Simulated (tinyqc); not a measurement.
# Probe couplings from its potential

Inverse problem. One voltage probe p sits between leads L (mu = 1) and R (mu = 0) without magnetic field: mu_p = T_pL/(T_pL + T_pR), T_eff = T_RL + T_pL T_pR/(T_pL + T_pR). Find T_pL and T_pR.

T_RL = 0.32
mu_p = 0.29268293
T_eff = 0.40487805

Solution. T_eff - T_RL equals T_pL (1 - mu_p) and also T_pR mu_p.

T_pL = 0.1200
T_pR = 0.2900

Numbers from tinyqc (`OMP_NUM_THREADS=1 python tinyqc.py 2700047 2700048 out.jsonl`; about 0.01 s on one thread of a shared Intel Xeon 2.30GHz).
